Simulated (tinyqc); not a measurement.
Wannier function of the lower band of a two-orbital chain: one step. The Wannier function. Two cases, with inputs chosen for the exercise.

Question. w(R) = (1/N) sum_j exp(2 pi i j R/N) u_j, for the N cells nearest the origin; it is real.

H(k) = [[-d/2 - 2 ta cos k, -t1 - t2 exp(-ik)], [-t1 - t2 exp(ik), d/2 - 2 tb cos k]], k in 1/a, Bloch sums with exp(ikR) and without the positions inside the cell. Mesh k_j = 2 pi j/N. Projection gauge: each lower eigenvector u is multiplied by the phase that makes <trial|u> real and positive (the one-band case of Loewdin orthogonalisation). Wannier amplitudes w(R) = (1/N) sum_k exp(ikR) u(k); hoppings H(R) = (1/N) sum_k exp(-ikR) E(k).

Give: Amplitudes; norm.

Case 1.

Mesh:

| j | E lower (eV) | E upper (eV) | u_A | u_B | \|<trial\|u>\| |
|---|---|---|---|---|---|
| 0 | -2.848868 | 2.868868 | 0.6787111 | 0.7344054 | 0.975369 |
| 1 | -2.055657 | 2.055657 | 0.5346785-0.3435732i | 0.7461426+0.1983621i | 0.913518 |
| 2 | -0.589763 | 0.569763 | -0.1128354 | 0.9936137 | 0.804077 |
| 3 | -2.055657 | 2.055657 | 0.5346785+0.3435732i | 0.7461426-0.1983621i | 0.913518 |

Answer.

Amplitudes:

| R | on A | on B |
|---|---|---|
| -1 | 0.0261 | 0.0344 |
| 0 | 0.4088 | 0.8051 |
| 1 | 0.3697 | -0.1640 |
| 2 | -0.1259 | 0.0589 |

norm = 1.0000

Cell 0 holds 81.5 % of the weight.

Case 2.

Mesh:

| j | E lower (eV) | E upper (eV) | u_A | u_B | \|<trial\|u>\| |
|---|---|---|---|---|---|
| 0 | -2.651494 | 2.971494 | 0.6228643 | 0.7823299 | 0.988950 |
| 1 | -2.351214 | 2.511214 | 0.5778977-0.2554634i | 0.7609329+0.1474919i | 0.947936 |
| 2 | -1.508636 | 1.348636 | 0.4081657-0.5098079i | 0.6977550+0.2943377i | 0.808356 |
| 3 | -0.566079 | 0.246079 | -0.6432805 | 0.7656306 | 0.341415 |
| 4 | -1.508636 | 1.348636 | 0.4081657+0.5098079i | 0.6977550-0.2943377i | 0.808356 |
| 5 | -2.351214 | 2.511214 | 0.5778977+0.2554634i | 0.7609329-0.1474919i | 0.947936 |

Answer.

Amplitudes:

| R | on A | on B |
|---|---|---|
| -2 | -0.0943 | -0.0275 |
| -1 | 0.0184 | 0.1409 |
| 0 | 0.3253 | 0.7442 |
| 1 | 0.4602 | -0.1142 |
| 2 | -0.2412 | 0.0573 |
| 3 | 0.1544 | -0.0183 |

norm = 1.0000

Cell 0 holds 66.0 % of the weight.

Computed by tinyqc, one run a case: `OMP_NUM_THREADS=1 python tinyqc.py N N+1 out.jsonl` with N = 1481726, 1481967; one thread of a shared Intel(R) Xeon(R) Processor @ 2.30GHz, about 0.2 s a run at most.
